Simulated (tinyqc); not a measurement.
Weakening the contact bond: metal-induced gap states at the contact of a metal chain and a two-band chain.

The semiconductor alternates sites A at -Eg/2 and C at +Eg/2 with hopping -t; the gap runs from -Eg/2 to Eg/2. In the gap cosh(q a) = 1 + (Eg^2/4 - E^2)/(2 t^2) and the amplitude changes by -exp(-q a) a period. The metal has site energy 0 and hopping -tm; its end site has g_m = (E - i sqrt(4 tm^2 - E^2))/(2 tm^2). Sites 1, 2, ... count into the semiconductor, with energies e1, e2 alternating. The clean half chain has g1 = 1/(E - e1 - t^2 g2), g2 = 1/(E - e2 - t^2 g1), decaying root. With the contact G11 = 1/(1/g1 - tc^2 g_m), and the density on site j is -Im G_jj/pi = |psi_j/psi_1|^2 (-Im G11/pi), per spin, with psi_2/psi_1 = -t g2, psi_3/psi_2 = -t g1.

Constants: e^2/(4 pi eps0) = 14.39964547 eV angstrom.

Values chosen for the exercise (gap and optical dielectric constant near those of Ge; the chain itself is a model; the results hold for these values, not for the real material):

| symbol | value | unit | meaning |
|---|---|---|---|
| Eg | 0.69 | eV | gap |
| t | 2.25 | eV | hopping in the semiconductor |
| tm | 2.19 | eV | hopping in the metal |
| end | A |  | site that touches the metal |
| a | 4 | angstrom | period (two sites); one chain for each area a^2 |
| eps | 16.4 |  | dielectric constant |
| E | -0.09 | eV | energy from mid-gap |

At the given E, tc is varied, as by a thin spacer. xi = 1/(2q), N = 2 (summed density)/a^2, S = 1/(1 + 4 pi e^2 N xi/eps) with xi and eps kept.

Against tc:

| tc (eV) | D1 (1/eV) | summed density (1/eV) | S |
|---|---|---|---|
| 0.10 | 0.00042 | 0.00248 | 0.9557 |
| 0.25 | 0.00264 | 0.01551 | 0.7756 |
| 0.50 | 0.01049 | 0.06170 | 0.4649 |
| 0.80 | 0.02621 | 0.15412 | 0.2581 |
| 1.20 | 0.05334 | 0.31364 | 0.1460 |
| 1.80 | 0.08199 | 0.48214 | 0.1001 |
| 2.50 | 0.07695 | 0.45248 | 0.1059 |
| 3.50 | 0.05064 | 0.29775 | 0.1526 |

What can be read from this table?

For a weak bond the density goes as tc^2 (ratio 6.25 between 0.25 and 0.1 eV, against 6.25). It is largest at tc = 1.8 eV among these rows and falls beyond, as the first site pairs off with the metal. S is 0.956 at 0.1 eV and has its least value, 0.100, in that row.

Computed by tinyqc, a small Python program: `OMP_NUM_THREADS=1 python tinyqc.py 1482787 1482788 out.jsonl` (the numbers bound the seed that draws the inputs); one thread of a shared host (Intel(R) Xeon(R) Processor @ 2.30GHz), about 0.01 s for the whole set of steps.
